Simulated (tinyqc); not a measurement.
# Changing the width sigma_m of the model charge

Model: correction of a charged-defect supercell by a model charge and potential alignment (plane-averaged potentials). Computed by tinyqc, a small Python program. Command: `OMP_NUM_THREADS=1 python tinyqc.py 3113403 3113404 out.jsonl align sweep`. One thread of a shared host (Intel(R) Xeon(R) Processor @ 2.30GHz), about 0.02 s of CPU time with the checks.

The "true" defect charge is (1 - x) q in a Gaussian of width sigma plus x q in one of width sigma_t, so the exact answer is known; the correction sees only a single model Gaussian of width sigma_m. A Gaussian of width s has the transform rho(G) = exp(-G^2 s^2/2), normalised to 1. A uniform background cancels q, so G = 0 is left out. Potentials are those felt by a unit positive charge. E_0 is the formation energy of the isolated defect, E_cell its value in the supercell, E_lat = E_iso - E_per of the model charge, C the true less the model potential far from the defect; the exact correction is E_0 - E_cell, and the error of a scheme is E_cell plus its correction less E_0.

Inputs (values chosen for the exercise, with screening close to that of SiO2): defect charge q = -1 e; dielectric constant eps = 4.03; edge of the cubic cell L = 18.6 angstrom; width sigma of the true defect charge = 1.5 angstrom; share x of the charge in a wide tail = 0.19; width sigma_t of the tail = 2.7 angstrom; formation energy of the isolated defect E_0 = 3.74 eV.

Constants: e^2/(4 pi eps_0) = 14.39964548 eV angstrom.

Method:
- Periodic energy E_per = (2 pi q^2/(eps L^3)) (e^2/(4 pi eps_0)) sum_(G != 0) rho(G)^2/G^2, G = (2 pi/L)(n1, n2, n3), |n_i| <= 16. Isolated energy: two Gaussians of charges q_a, q_b and widths a, b interact by q_a q_b (e^2/(4 pi eps_0 eps)) sqrt(2/pi)/sqrt(a^2 + b^2), and the self-energy is half the sum over pairs.
- Supercell value E_cell = E_0 + E_per - E_iso for the true charge.
- E_lat = E_iso - E_per for the model charge; point-charge value alpha q^2 e^2/(4 pi eps_0 eps 2 L) with alpha = 2.837297.
- Plane-averaged potential at distance z from the defect: V(z) = (4 pi q/(eps L^3)) (e^2/(4 pi eps_0 e)) sum_(m != 0) rho(G_m) cos(G_m z)/G_m^2, G_m = 2 pi m/L, |m| <= 40.
- C = difference at z = L/2; E_corr = E_cell + E_lat - q C. For charges that have died out at L/2, C = (2 pi q/(eps L^3)) (e^2/(4 pi eps_0 e)) (<s^2> - sigma_m^2), <s^2> = (1 - x) sigma^2 + x sigma_t^2.

One run for each value; columns: (1) width sigma_m of the model charge (angstrom); (2) E_lat (eV); (3) alignment C (V); (4) error without alignment (meV); (5) error with alignment (rounded to 1e-4 meV) (meV):
```
(1)       (2)         (3)      (4)     (5)
0.93  0.26951  -0.0081637   8.1734  0.0097
1.10  0.26830  -0.0069597   6.9694  0.0097
1.20  0.26750  -0.0061573   6.1669  0.0097
1.40  0.26569  -0.0043430   4.3527  0.0097
1.50  0.26468  -0.0033313   3.3409  0.0097
1.70  0.26244  -0.0010984   1.1080  0.0097
1.80  0.26122   0.0001227  -0.1131  0.0097
2.00  0.25857   0.0027741  -2.7646  0.0095
```

Over the rows, E_lat (eV) falls from 0.270 to 0.259 (exponent d ln y / d ln x -0.027 between the first rows and -0.097 between the last); alignment C (V) rises from -0.00816 to 0.00277; error without alignment (meV) falls from 8.17 to -2.76. E_lat and q C each change with the model width, by 11 and 11 meV over the rows, while the aligned error changes by 0.0 meV.
